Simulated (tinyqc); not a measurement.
Worked calculation: Bloch-Grueneisen resistivity of a metal. Computed by tinyqc, a small Python program that keeps every step. Command: `OMP_NUM_THREADS=1 python tinyqc.py 3009283 3009284 out.jsonl bg walk`. One thread of a shared host (Intel(R) Xeon(R) Processor @ 2.30GHz), about 0.01 s of CPU time with the checks. Intermediate numbers are printed to about 6 digits and carried at full precision; extremes and crossings named in words are read from the listed rows.

Electrons scatter from a Debye spectrum of phonons (n = 5 for scattering within one band, n = 3 for scattering into a second, heavy band) and from static defects.

Inputs (values chosen for the exercise, modelled on ruthenium):
```
quantity,value,unit
exponent n,5,-
Debye temperature Theta,405,K
transport coupling lambda_tr,0.47,-
Drude plasma energy hbar w_p,8.3,eV
residual resistivity rho_0,0.13,microohm cm
temperature T,295,K
saturation resistivity,170,microohm cm
```

Addition: saturation.

Constants: k_B = 1.380649e-23 J/K; hbar = 1.054571817e-34 J s; eps_0 = 8.8541878128e-12 F/m; hbar = 6.582119569e-16 eV s; k_B = 8.617333262e-05 eV/K.

## Scale of the phonon resistivity

rho_ph = (n - 1) rho_1 (T/Theta)^n J_n(Theta/T), with rho_1 = 2 pi lambda_tr k_B Theta/(hbar eps_0 w_p^2), the high-temperature line at T = Theta.

rho_1 = 11.1216 microohm cm

## The integral and the phonon part

J_n(y) = int_0^y x^n e^x/(e^x - 1)^2 dx, by 96 Gauss-Legendre points (upper limit at most 60).

Theta/T = 1.37288

J_n = 0.801325

phonon resistivity rho_ph = 7.30920 microohm cm

This is 90.2 % of the straight line rho_1 T/Theta.

## Total resistivity and derived numbers

Parallel-resistor saturation: 1/rho = 1/(rho_0 + rho_ph) + 1/rho_sat. Temperature coefficient (1/rho) d rho/dT by a central difference of +/- 0.5 K; residual ratio rho(295 K)/rho(4.2 K); scattering time tau = 1/(eps_0 w_p^2 rho); Wiedemann-Franz kappa = L_0 T/rho, L_0 = (pi^2/3)(k_B/e)^2.

resistivity rho = 7.12731 microohm cm

temperature coefficient = 3.83565 1e-3/K

residual resistance ratio = 54.8671

scattering time = 9.96554 fs

Wiedemann-Franz conductivity = 101.116 W/(m K)

The coefficient is 1.13 times 1/T; it exceeds 1/T because the phonon part, extended linearly, meets zero above T = 0.

## Limits of the phonon part

Low T: (n - 1) n! zeta(n) rho_1 (T/Theta)^n. High T: rho_1 (T/Theta) [1 - (n - 1)/(12 (n + 1)) (Theta/T)^2].

Resistivities (microohm cm):
```
T (K),rho_ph,low-T law,straight line,line with correction,total rho
12,1.26412e-04,1.26412e-04,0.3295,-,0.1300
20,1.62557e-03,1.62567e-03,0.5492,-,0.1315
32,1.68259e-02,1.70463e-02,0.8787,-,0.1467
49,1.20232e-01,1.43503e-01,1.3456,-,0.2499
81,7.15526e-01,1.77136e+00,2.2243,-,0.8413
140,2.49848e+00,2.73226e+01,3.8445,2.0571,2.5885
200,4.41100e+00,1.62567e+02,5.4921,4.2410,4.4229
320,8.05013e+00,1.70463e+03,8.7874,8.0054,7.8046
490,1.29579e+01,1.43503e+04,13.4557,12.9451,12.1523
810,2.19371e+01,1.77136e+05,22.2432,21.9342,19.5318
```

The low-T law holds to 10 % up to 32 K, the straight line from 320 K on. The local exponent of rho_ph falls from 5.00 to 1.05. Phonons overtake the residual resistivity between 49.0 and 81.0 K. Saturation lowers the last total by 11.5 %.

Checks made by the program: J_n at large argument against n! zeta(n) (relative difference below 1e-10).
